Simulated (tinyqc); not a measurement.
Debye-Callaway model of lattice thermal conductivity: one step, computed by the program tinyqc.

Three acoustic branches with one velocity v, cut at omega_D = k_B Theta/hbar; x = hbar omega/(k_B T). v and Theta are separate inputs: Theta cuts off the heat-carrying modes, so C need not reach 3 k_B/V. gamma is an effective value that sets the umklapp rate. Heat flows along the wire.

Task: Mass-fluctuation parameter. A vacancy counts as a mass defect Delta M/M = -3 (the missing mass and twice its bonds), so Gamma = 9 n_v. A = V Gamma/(4 pi v^3).

Inputs (values chosen for the exercise, modelled on lead telluride): sound velocity v = 1790 m/s; volume per atom V = 33.7 angstrom^3; vacancy fraction n_v = 0.00038.

Sample: wire. Point defects: vacancies. Normal processes: left out.

Give: Gamma; Rayleigh coefficient A.

Result:

Gamma = 0.00342

Rayleigh coefficient A = 1.599e-42 s^3
